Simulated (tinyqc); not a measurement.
## MOS inversion layer, Poisson-Schroedinger loop: effect of the sheet density of electrons

Electrons confined at an insulator interface at z = 0, treated as a hard wall; parabolic valleys, Hartree approximation, no image or exchange terms. The depletion charge lies far deeper than the electrons and gives a uniform field q Nd/(eps0 eps_r); the gate balances all charge. Energies are counted from the band edge at the interface.

Schroedinger equation -(C/mz) psi'' + (V0 + U) psi = E psi, C = hbar^2/(2 m0), psi(0) = 0, on a uniform mesh of 800 nodes with a far wall at 36 nm, 8 levels a set; V0 = q Nd z/(eps0 eps_r); dU/dz = q (Ns - integral of n from 0 to z)/(eps0 eps_r), U(0) = 0; N_k = g md m0 q Vt/(pi hbar^2) ln(1 + exp((EF - E_k)/Vt)), g the number of valleys of the set, sum N_k = Ns. Triangular well: E_k = a_k (C F^2/mz)^(1/3), a_1 = 2.338107, a_2 = 4.087949, C = hbar^2/(2 m0), F in eV/nm. Fang-Howard (all electrons in the lowest level of set A): b^3 = 6 (mz1/C) q (Nd + 11 Ns/32)/(eps0 eps_r), centroid 3/b, level C b^2/(4 mz1) + (3/b) q (Nd + 11 Ns/16)/(eps0 eps_r). The centroid adds 3.9 z_av/eps_r to an oxide-equivalent thickness. Shares under 0.0001 % are printed as 0.

Values chosen for this exercise; masses and permittivity close to those of In0.53Ga0.47As: temperature T = 300 K; relative permittivity eps_r = 14; mass along z of valley set A (1 valley(s)) mz1 = 0.0415 m0; in-plane density-of-states mass of set A md1 = 0.0402 m0; sheet density of depletion charge Nd = 2.5e12 cm^-2.

Constants: q = 1.602176634e-19 C, kB = 1.380649e-23 J/K, hbar = 1.054571817e-34 J s, m0 = 9.1093837015e-31 kg, Vt = kB T/q, eps0 = 8.8541878128e-14 F/cm where lengths are in cm, hbar^2/(2 m0) = 0.0380998212 eV nm^2. Results are converted to the units shown.

Effect of the sheet density of electrons:
columns A: Ns (cm^-2); B: A1 (meV); C: A2 (meV); D: EF (meV); E: share of A1 (%); F: share of A2 (%); G: centroid z_av (nm); H: added oxide equivalent (nm); I: Fang-Howard centroid (nm)
```
A         B    C    D     E      F     G     H     I
1e11    235  408  200  99.9  0.138  4.74  1.32  5.01
1.7e11  238  412  219  99.9  0.147  4.72  1.32  5.00
3.1e11  245  420  246  99.8  0.168  4.69  1.31  4.97
5.3e11  254  431  277  99.8  0.211  4.64  1.29  4.92
9.4e11  272  452  325  99.7  0.339  4.57  1.27  4.84
1.6e12  300  485  394  99.2  0.805  4.46  1.24  4.71
2.9e12  352  547  518  95.8   4.14  4.37  1.22  4.50
5e12    433  652  688  85.8   14.1  4.43  1.23  4.23
```

What does the table show?

As Ns goes from 1e11 to 5e12, A1 rises from 235 to 433 meV, the share of A1 falls from 99.9 to 85.8 % and the centroid goes from 4.74 through a minimum of 4.37 (at Ns = 2.9e12 among the rows listed) to 4.43 nm. A1 goes as Ns^(0.38) between the last two rows (a triangular well in the field of that charge alone gives 2/3). EF lies more than 2 meV above A1 for Ns = 5.3e11, 9.4e11, 1.6e12, 2.9e12, 5e12. The Fang-Howard centroid is 5.9 % above the full one in the first row, where A1 holds 99.9 %, and 4.5 % below it in the last, where A1 holds 85.8 %. For Ns = 5.3e11, 9.4e11, 1.6e12, 2.9e12, 5e12 the energies exceed 0.25 eV, where non-parabolicity matters for so light a mass.

Computed by the program tinyqc: `OMP_NUM_THREADS=1 python tinyqc.py 2160080 2160081 out.jsonl`, one thread of a shared Intel Xeon 2.30GHz, about 0.4 s for the whole run.
